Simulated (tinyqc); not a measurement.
# Worked calculation: floating body of a partially depleted SOI transistor: body voltage and kink

Computed by the program tinyqc: `OMP_NUM_THREADS=1 python tinyqc.py 2182092 2182093 out.jsonl`, one thread of a shared Intel Xeon 2.30GHz, about 0.2 s for the whole run. Printed values are rounded.

Source at 0 V. Channel current Ic = 2 nf K Vt^2 [F(0) - F(Vd)](1 + la Vd), F(V) = ln^2(1 + exp((Vg - VT - nf V)/(2 nf Vt))), VT = VT0 - gb Vb. Saturation voltage Vs = 2 Vt sqrt(F(0)) + 3 Vt, excess Ve = (Vd - Vs + sqrt((Vd - Vs)^2 + 0.0004 V^2))/2, multiplication M1 = Ai Ve exp(-Bl/Ve). Each junction passes D(v) = J1 (exp(v/Vt) - 1) + J2 (exp(v/(2 Vt)) - 1). Bipolar current Ib = bb J1 (exp(Vb/Vt) - 1). The body settles where M1 (Ic + Ib) = D(Vb) + D(Vb - Vd) + Vb/Rb; drain current Id = (1 + M1)(Ic + Ib) - D(Vb - Vd).

Values chosen for this exercise; values of the order met in partially depleted silicon-on-insulator transistors: temperature T = 300 K; threshold at zero body voltage VT0 = 0.51 V; fall of the threshold per volt of body voltage gb = 0.34; slope factor nf = 1.24; gain factor per width K = 510 uA/(V^2 um); channel-length modulation factor la = 0.07 1/V; impact-ionisation prefactor Ai = 2.01 1/V; impact-ionisation voltage Bl = 7.7 V; diffusion saturation current of each junction J1 = 1.8e-12 uA/um; recombination saturation current of each junction J2 = 2.3e-9 uA/um; gain of the lateral bipolar transistor on the diffusion current bb = 0; resistance of a weak body tie to the source (1e9 stands for no tie, and the term is then dropped) Rb = 1e9 kohm um; gate voltage Vg = 0.42 V; drain voltage Vd = 1.9 V.

Constants: q = 1.602176634e-19 C, kB = 1.380649e-23 J/K, Vt = kB T/q. Results are converted to the units shown.

Range of the model: The multiplication law is an empirical form chosen for the exercise; self-heating and capacitive coupling to the body are left out, and the linear laws are rough once Vb passes about 0.7 V or M1 about 0.1.

## Starting value

Vb = 0.57 V.

Vb at the start = 0.57 V

## Iteration 1: new Vb

Current into the body I_in = M1 (Ic + Ib) - D(Vb - Vd), current out I_out = D(Vb) + Vb/Rb; f = ln(I_in/I_out), s = df/dVb by central differences over 1e-5 V, Vb(new) = Vb - f/s.

Ic = 3.10216 uA/um
Ve = 1.72945 V
M1 = 0.0405041
I_in = 0.125650 uA/um
I_out = 0.00691519 uA/um
f = 2.89978
s = -34.0898 1/V
Vb after iteration 1 = 0.655063 V

## Iteration 2: new Vb

As before.

Ic = 4.58890 uA/um
Ve = 1.70933 V
M1 = 0.0379887
I_in = 0.174326 uA/um
I_out = 0.182638 uA/um
f = -0.0465755
s = -35.0858 1/V
Vb after iteration 2 = 0.653736 V

## Iteration 3: new Vb

As before.

Ic = 4.56274 uA/um
Ve = 1.70965 V
M1 = 0.0380282
I_in = 0.173513 uA/um
I_out = 0.173514 uA/um
f = -7.82332e-6
s = -35.0740 1/V
Vb after iteration 3 = 0.653735 V

## Course of the iteration

Stop when the step is below 1e-10 V, or after 40 iterations.

Course of the iteration:
```
iteration  Vb before the step (V)  step (V)
1                            0.57    0.0851
2                        0.655063  -1.33e-3
3                        0.653736  -2.23e-7
4                        0.653735   < 1e-14
```

Converged in 4 iterations.

## Drain current with floating and with grounded body

converged Vb = 0.653735 V

Id and VT at the converged Vb, Id at Vb = 0, their ratio, and the bipolar share Ib/(Ic + Ib).

VT = 0.287730 V
Id, floating = 4.73625 uA/um
Id, grounded = 0.0486122 uA/um
ratio = 97.4292
bipolar share = 0.00000 %

The body rises to 0.654 V and lowers the threshold by 222 mV.
